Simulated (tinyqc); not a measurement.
# The weight eta from points of equal mobility

Inverse problem. If the mobility depends on E = q (Ndep + eta Ns)/(eps0 eps_r) alone, two points of equal mobility on its falling branch have equal E. Find eta and E.

Values chosen for this exercise: relative permittivity of the semiconductor eps_r = 11.6.

Constants: q = 1.602176634e-19 C, eps0 = 8.8541878128e-14 F/cm where lengths are in cm. Results are converted to the units shown.

Ndep at two body biases (cm^-2): [2.9118568e12, 4.7250112e12]
Ns at which the mobility is the same (cm^-2): [1.4e13, 8.6671928e12]

Solution. eta is the ratio of the differences of Ndep and Ns.

eta = 0.340
E = 1.20 MV/cm

Numbers from tinyqc (`OMP_NUM_THREADS=1 python tinyqc.py 2510003 2510004 out.jsonl`; about 0.01 s on one thread of a shared Intel Xeon 2.30GHz).
